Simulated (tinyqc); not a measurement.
Layer against dose: implant damage, amorphisation by cascade overlap, and solid-phase epitaxial regrowth. Computed by tinyqc, a small Python program. Command: `OMP_NUM_THREADS=1 python tinyqc.py 3113231 3113232 out.jsonl sper walk`. One thread of a shared host (Intel(R) Xeon(R) Processor @ 2.30GHz), about 0.01 s of CPU time with the checks.

Range and width of the damage are inputs. Dynamic annealing enters only through the surviving share f.

Inputs (values chosen for the exercise, modelled on arsenic ions in germanium):
```
quantity                           value    unit
atomic density N                    44.2  1/nm^3
ion Z1                                33       -
ion mass M1                         74.9       u
target Z2                             32       -
target mass M2                     72.63       u
ion energy E                          36     keV
displacement energy E_d               17      eV
depth of the damage peak R_d          15      nm
width of the damage profile s_d       10      nm
share of defects that survive f     0.95       -
critical displaced share x_c        0.17       -
dose Q                           1.9e+15  1/cm^2
```

Constants: a_0 = 0.529177210903 angstrom; e^2/(4 pi eps_0) = 14.39964548 eV angstrom.

Method. Robinson partition: eps = E a M2/(Z1 Z2 (e^2/(4 pi eps_0)) (M1 + M2)), a = 0.8853 a_0/sqrt(Z1^(2/3) + Z2^(2/3)); k = 0.0793 Z1^(2/3) Z2^(1/2) (M1 + M2)^(3/2)/((Z1^(2/3) + Z2^(2/3))^(3/4) M1^(3/2) M2^(1/2)); damage energy T_d = E/(1 + k (eps + 0.40244 eps^(3/4) + 3.4008 eps^(1/6))); displacements nu = 0.8 T_d/(2 E_d). Displaced share x(z) = f nu Q exp(-(z - R_d)^2/(2 s_d^2))/(sqrt(2 pi) s_d N); the layer is amorphous where x > x_c, between R_d -/+ s_d sqrt(2 ln(x_max/x_c)), the upper edge being cut at the surface. Threshold dose Q_c = Q x_c/x_max.

threshold dose Q_c = 3.28906e+13 1/cm^2

displacements per ion nu = 602.790

Dose series; the last column is f nu Q erfc((z2 - R_d)/(sqrt2 s_d))/2:
```
Q (1/cm^2)   x_max  upper edge (nm)  lower edge (nm)  displaced atoms beyond z2 (1/cm^2)
3.62e+13    0.1871           10.621           19.379                          6.8561e+15
4.93e+13    0.2548            6.003           23.997                          5.1985e+15
8.22e+13    0.4249            1.465           28.535                          4.1399e+15
1.32e+14    0.6823            0.000           31.671                          3.6092e+15
2.30e+14    1.1888            0.000           34.723                          3.1993e+15
3.95e+14    2.0416            0.000           37.297                          2.9145e+15
8.22e+14    4.2486            0.000           40.371                          2.6304e+15
1.64e+15    8.4766            0.000           42.962                          2.4283e+15
```

A dose 45 times larger moves the lower edge from 19.4 to 43.0 nm, as the root of a logarithm, and the damage beyond it falls by a factor 2.8, since the edge lies on an ever steeper tail. The layer reaches the surface at Q_c exp(R_d^2/(2 s_d^2)) = 1.01e14 per cm^2.
